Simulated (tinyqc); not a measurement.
Schottky barrier with interface states (Cowley-Sze model), image lowering and contact resistance. Changing the optical dielectric constant eps_opt. Computed by tinyqc, a small Python program. Command: `OMP_NUM_THREADS=1 python tinyqc.py 3018415 3018416 out.jsonl pinning sweep`. One thread of a shared host (Intel(R) Xeon(R) Processor @ 2.30GHz), about 0.02 s of CPU time with the checks.

An n-type semiconductor under a metal. The barrier lies between the Schottky-Mott limit phi_M - chi and the Bardeen limit E_g - E_n, E_n being the neutrality level of the interface states; the space-charge term of the full Cowley-Sze expression is left out.

Inputs (values chosen for the exercise, with gap, mass and screening modelled on CdTe):
```
quantity                                      value   unit
gap E_g                                        1.53     eV
electron affinity chi                          4.42     eV
metal work function phi_M                      4.82     eV
neutrality level E_n above the valence band   0.535     eV
dielectric constant eps_s                        10      -
electron mass m_e                            0.0986    m_0
valleys M_c                                       1      -
donor density N                               3e+17  cm^-3
temperature T                                   300      K
reverse bias V_r                                3.4      V
```

Pinning factor from: Moench relation.

Constants: k_B = 8.617333262e-05 eV/K; m_0 = 9.1093837015e-31 kg; k_B = 1.380649e-23 J/K; h = 6.62607015e-34 J s; eps_0 = 8.8541878128e-12 F/m; e = 1.602176634e-19 C.

Method:
- S = 1/(1 + 0.1 (eps_opt - 1)^2), an empirical relation for metal-induced gap states.
- phi_B = S (phi_M - chi) + (1 - S)(E_g - E_n); the hole barrier is E_g - phi_B.
- N_c = 2 M_c (2 pi m_e k_B T/h^2)^(3/2); xi = E_c - E_F solves N = N_c F_1/2(-xi/k_B T) (bisection; full ionisation).
- F_1/2(eta) = (2/sqrt(pi)) int_0^infinity sqrt(x)/(1 + exp(x - eta)) dx, by the trapezoid rule in t = sqrt(x) with step 0.02 up to t = 12 (for eta < -12 by exp(eta) - exp(2 eta)/2^(3/2)).
- V_bi = phi_B - xi; W = sqrt(2 eps_s eps_0 (V_bi + V_r - k_B T/e)/(e N)); field at the metal E_m = e N W/(eps_s eps_0); image lowering sqrt(e E_m/(4 pi eps_s eps_0)).
- A* = 4 pi e m_e M_c k_B^2/h^3 (a simple valley count); J_s = A* T^2 exp(-phi/k_B T).
- J_0 uses phi_B; the reverse current uses phi_B less the image lowering, times 1 - exp(-V_r/k_B T).

One run for each value:
```
optical dielectric constant eps_opt  pinning factor S  barrier phi_B (eV)  J_0 (A/cm^2)
2.0                                            0.9091              0.4541     2.509e-02
2.7                                            0.7758              0.5334     1.167e-03
3.6                                            0.5967              0.6400     1.891e-05
4.9                                            0.3967              0.7590     1.895e-07
6.6                                            0.2418              0.8511     5.363e-09
8.8                                            0.1412              0.9110     5.293e-10
12.0                                           0.0763              0.9496     1.190e-10
16.0                                           0.0426              0.9697     5.470e-11
```

What does the table show, and why?

Over the rows, pinning factor S falls from 0.909 to 0.0426 (exponent d ln y / d ln x -0.53 between the first rows and -2.0 between the last); barrier phi_B (eV) rises from 0.454 to 0.970 (exponent d ln y / d ln x 0.54 between the first rows and 0.073 between the last); J_0 (A/cm^2) falls from 0.0251 to 5.47e-11 (exponent d ln y / d ln x -10 between the first rows and -2.7 between the last). In this relation a more polarisable host pins more strongly; the gap and E_n are held here, though in real series they change with eps_opt.

Caution (all rows): E_00 = (e hbar/2) sqrt(N/(m_e eps_s eps_0)) is above 0.3 k_B T, so tunnelling through the barrier adds to the thermionic currents, most of all under reverse bias.
